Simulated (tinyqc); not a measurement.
Landau levels of a non-parabolic (Kane) conduction band at kz = 0: one step. The lowest levels.

Three-level Kane model: E = (N + 1/2) 2 muB B/m(E) + s g(E) muB B, s = +/-1/2, with 1/m(E) = 1 + (Ep/3)(2/(E + Eg) + 1/(E + Eg + Dso)) and g(E) = 2 - (2 Ep/3)(1/(E + Eg) - 1/(E + Eg + Dso)); E from the band edge, solved self-consistently; remote bands are left out, and so is the confinement energy of a real sheet, which raises m and lowers |g|.

In a field B along z: l = 1/sqrt((e/hbar) B) is the magnetic length, n_B = B/(h/e) the number of states per area in one level, hbar wc = 2 muB B/m for mass m in m0; 1/angstrom^2 = 1e16/cm^2.

Constants: e/hbar = 1.519267448e-05 1/(T angstrom^2); h/e = 413566.7697 T angstrom^2; muB = 5.788381798e-05 eV/T.

Parameters, chosen for this exercise (near those of GaSb; not measured data): Eg = 0.817 eV (gap); Dso = 0.754 eV (spin-orbit splitting); Ep = 26.8 eV (Kane energy); B = 12.8 T (magnetic field).

Problem. List the eight lowest, in meV, with the gap to the next.

Give: a table of label, E (meV), gap above (meV).

Solution.

Levels:

| label | E (meV) | gap above (meV) |
|---|---|---|
| 0+ | 17.743 | 5.878 |
| 0- | 23.621 | 33.465 |
| 1+ | 57.087 | 5.193 |
| 1- | 62.280 | 31.431 |
| 2+ | 93.711 | 4.651 |
| 2- | 98.362 | 29.768 |
| 3+ | 128.131 | 4.210 |
| 3- | 132.341 | 28.374 |

The largest of these gaps, 33.47 meV, first occurs above level 0- and is kB T at 388 K.

tinyqc: `OMP_NUM_THREADS=1 python tinyqc.py 1252708 1252709 out.jsonl`; about 0.08 s, one thread, shared Intel(R) Xeon(R) Processor @ 2.30GHz.
